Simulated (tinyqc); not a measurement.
Comparisons within one model: Stoner model of a band ferromagnet. A value that a table varies takes the place of the one given here.

Density of states per atom and spin: flat with a rise to the top, D(e) = (M/W) [1 - sp + 4 sp (e/W + 1/2)^3]. Levels e -/+ I m/2 for up and down spin, m = n_up - n_down, n_up + n_down = nd. At zero temperature e(N) is the energy below which N states lie, and E(m) = sum over spins of integral e D de - I m^2/4.

Inputs chosen for the exercise: W = 4.4 eV (band width, e from -W/2 to W/2); M = 5 (states per atom and spin); nd = 7.98 (electrons per atom); sp = 0.24 (shape parameter); I = 0.56 eV (Stoner parameter).

## Moment against the Stoner parameter

Lowest state for each I.

Results:

| I (eV) | I D(EF) | m (muB) | E - E(0) (meV) |
|---|---|---|---|
| 0.38 | 0.601 | 0.000 | 0.0 |
| 0.51 | 0.806 | 0.000 | 0.0 |
| 0.57 | 0.901 | 0.000 | 0.0 |
| 0.64 | 1.012 | 1.921 | -3.4 |
| 0.70 | 1.107 | 2.020 | -64.6 |
| 0.79 | 1.249 | 2.020 | -156.4 |
| 0.95 | 1.502 | 2.020 | -319.6 |
| 1.14 | 1.802 | 2.020 | -513.4 |

A moment first appears at I = 0.64 eV of those listed, where I D(EF) = 1.012, and it is at once 1.92, most of the saturated value: the onset is steep or abrupt. It is saturated at 2.020 from I = 0.70 eV on.

## Moment against band filling

Rigid band, I fixed: a Slater-Pauling curve.

Results:

| nd | I D(EF) | m (muB) | m_max |
|---|---|---|---|
| 3.0 | 0.519 | 0.000 | 3.0 |
| 4.0 | 0.563 | 0.000 | 4.0 |
| 5.0 | 0.625 | 0.000 | 5.0 |
| 6.0 | 0.702 | 0.000 | 4.0 |
| 6.5 | 0.745 | 0.000 | 3.5 |
| 7.0 | 0.791 | 0.000 | 3.0 |
| 7.5 | 0.838 | 0.000 | 2.5 |
| 8.0 | 0.887 | 0.000 | 2.0 |
| 8.5 | 0.938 | 0.000 | 1.5 |
| 9.0 | 0.989 | 0.000 | 1.0 |
| 9.5 | 1.042 | 0.500 | 0.5 |

Magnetic fillings among those listed: 9.5; the largest moment is 0.50 at nd = 9.5. At 9.5 the moment is saturated and follows m_max, changing by one per electron.

## What moves the moment

Lowest state for each case. Each row changes one parameter from the base and keeps the others.

Results:

| case | I D(EF) | m (muB) | E - E(0) (meV) |
|---|---|---|---|
| base | 0.885 | 0.000 | 0.0 |
| W = 4.048 eV | 0.962 | 0.000 | 0.0 |
| I = 0.605 eV | 0.956 | 0.000 | 0.0 |
| nd = 7.68 | 0.856 | 0.000 | 0.0 |
| sp = 0.34 | 1.027 | 2.020 | -9.4 |

The largest shifts from the base row, up to three for each result and ties (the steps differ in size, so this ranks the rows, not the parameters). I D(EF): sp +0.141, W +0.077, I +0.071. m (muB): sp +2.020; unchanged at the printed digits by W, I and nd. E - E(0) (meV): sp -9.4; unchanged at the printed digits by W, I and nd.

tinyqc: `OMP_NUM_THREADS=1 python tinyqc.py 1680396 1680397 out.jsonl`; about 0.1 s, one thread, shared Intel(R) Xeon(R) Processor @ 2.30GHz.
